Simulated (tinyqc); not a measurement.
Inside a calculation: armchair graphene nanoribbon in tight binding. Values are carried at full precision from step to step, so a last printed digit may differ when a step is redone from the rounded ones.

An armchair ribbon of N dimer lines, width (N - 1) sqrt3 acc/2, period 3 acc, one pz orbital a site. In line n, A_n binds to B_n with -t exp(ik/3), times (1 + d) in the two edge lines, and to B_(n-1) and B_(n+1) with -t exp(-ik/6); k runs from -pi to pi. For d = 0 the modes across the ribbon are sin(n p pi/(N + 1)), p = 1 to N, with E = -/+ t sqrt(1 + 4 c^2 + 4 c cos(k/2)), c = cos(p pi/(N + 1)).

Parameters, chosen for this exercise (near those used for graphene; shifted at random, so the results belong to these values and not to a real crystal): t = 2.58 eV (hopping); N = 4 (dimer lines); k = 0.97 (k times the period 3 acc); d = 0.17 (relative strengthening of the edge bonds).

## Transverse modes without edge correction

For each p give c, |E| at k = 0, t |1 + 2c|, and |E| at the given k.

Modes:
```
p        c  |E| at k = 0 (eV)  |E| at k (eV)
1   0.8090             6.7545         6.5681
2   0.3090             4.1745         4.0593
3  -0.3090             0.9855         1.3856
4  -0.8090             1.5945         2.2420
```

N = 4 = 3 x 1 + 1. No mode has c = -1/2; the nearest, p = 3, leaves a gap of 1.9709 eV.

## The Hamiltonian at k

Fill in the matrix.

H(k) (eV), rows A1, A2, A3, A4, B1, B2, B3, B4 and columns alike:
```
[[0, 0, 0, 0, -2.8622-0.9591i, -2.5464+0.4153i, 0, 0],
 [0, 0, 0, 0, -2.5464+0.4153i, -2.4463-0.8197i, -2.5464+0.4153i, 0],
 [0, 0, 0, 0, 0, -2.5464+0.4153i, -2.4463-0.8197i, -2.5464+0.4153i],
 [0, 0, 0, 0, 0, 0, -2.5464+0.4153i, -2.8622-0.9591i],
 [-2.8622+0.9591i, -2.5464-0.4153i, 0, 0, 0, 0, 0, 0],
 [-2.5464-0.4153i, -2.4463+0.8197i, -2.5464-0.4153i, 0, 0, 0, 0, 0],
 [0, -2.5464-0.4153i, -2.4463+0.8197i, -2.5464-0.4153i, 0, 0, 0, 0],
 [0, 0, -2.5464-0.4153i, -2.8622+0.9591i, 0, 0, 0, 0]]
```

## Levels at k

Diagonalise H.

levels (eV): [-6.6916, -4.3816, -2.1820, -1.6547, 1.6547, 2.1820, 4.3816, 6.6916]

The levels come in pairs +E, -E because only A-B bonds occur.

## The gap with the edge correction

First order in d: for the mode p nearest to c = -1/2 the gap is 2t |1 + 2c + d w|, w = 4 sin^2(p pi/(N + 1))/(N + 1) being the weight on the two edge lines. Compare with twice the smallest |E| of H(0).

p = 3
w = 0.7236
gap to first order = 2.6057 eV
gap from H(0) = 2.5919 eV

First order misses the full value by +13.8 meV.

## Checks

- Positive levels of H(k) for d = 0 against the mode formula: they agree to 1e-10 or better.

tinyqc: `OMP_NUM_THREADS=1 python tinyqc.py 1452314 1452315 out.jsonl`; about 0.02 s, one thread, shared Intel(R) Xeon(R) Processor @ 2.30GHz.
